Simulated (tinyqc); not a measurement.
Hubbard chain of 2 sites, step by step. Computed by tinyqc, a small Python program that keeps every step. Settings: hopping = 1.44, U = 11.5, mixing = 1, iteration cap = 88. Command: `OMP_NUM_THREADS=1 python tinyqc.py 21772 21773 out.jsonl` (the two numbers bound the seeds that draw the settings). One thread of a shared host (Intel(R) Xeon(R) Processor @ 2.60GHz), about 0.1 s of CPU time with the checks. Later iterations appear only in the table of the cycle.

## Mean-field iteration 1

one-body matrix (hopping and site energies) (eV):
```
          1         2
1   0.00000  -1.44000
2  -1.44000   0.00000
```

U = 11.50000 eV

electrons, up and down: 1  1

mixing = 1

n(up) at the start (a guess, not normalised): 1 0.80000, 2 0.20000

n(down) at the start (a guess): 1 0.20000, 2 0.80000

H(up) = T + U n(down), H(down) = T + U n(up); fill the lowest levels; n(new) = n + mixing (n(out) - n); E = tr T (rho up + rho down) + U sum n_up n_down of the output.

levels, up (eV): 2.01154  9.48846

levels, down (eV): 2.01154  9.48846

energy = -0.25622 eV

n(up) after iteration 1: 1 0.96142, 2 0.03858

n(down) after iteration 1: 1 0.03858, 2 0.96142

## Mean-field iteration 2

As before.

levels, up (eV): 0.25176  11.24824

levels, down (eV): 0.25176  11.24824

energy = -0.35987 eV

n(up) after iteration 2: 1 0.98255, 2 0.01745

n(down) after iteration 2: 1 0.01745, 2 0.98255

## Mean-field iteration 3

As before.

levels, up (eV): 0.01692  11.48308

levels, down (eV): 0.01692  11.48308

energy = -0.36062 eV

n(up) after iteration 3: 1 0.98397, 2 0.01603

n(down) after iteration 3: 1 0.01603, 2 0.98397

## Convergence

Each step fills the lowest levels of T + U n(other spin) and sets n(new) = n + mixing (n(out) - n); stop when output and input agree to 1e-8.

Course of the cycle:
```
iteration      E (eV)  largest |n(out) - n(in)|  mean |n_up - n_down|
1          -0.2562196                  1.61e-01               0.92284
2          -0.3598700                  2.11e-02               0.96509
3          -0.3606229                  1.42e-03               0.96794
4          -0.3606261                  8.97e-05               0.96812
5          -0.3606261                  5.63e-06               0.96813
6          -0.3606261                  3.53e-07               0.96813
7          -0.3606261                  2.21e-08               0.96813
8          -0.3606261                  1.39e-09               0.96813
```

local moments n_up - n_down: 1 0.96813, 2 -0.96813

Converged in 8 iterations. Before convergence this energy mixes input and output and is not variational, so it may rise towards its limit.

## The many-body Hamiltonian

Basis: all placements (u, d, 2, 0 on each site), up operators ordered before down ones; hops carry the sign of the same-spin electrons passed.

H (eV), lower triangle:
```
          20        ud        du        02
20  11.50000
ud  -1.44000   0.00000
du  -1.44000   0.00000   0.00000
02   0.00000  -1.44000  -1.44000  11.50000
```

## Exact diagonalisation (4 states)

Lowest levels of the sector, and the double occupancy of the lowest state.

lowest levels (eV): -0.68093  0.00000  11.50000  12.18093

double occupancy per site = 0.02647

The mean-field solution above lies 0.3203 eV above the exact energy.
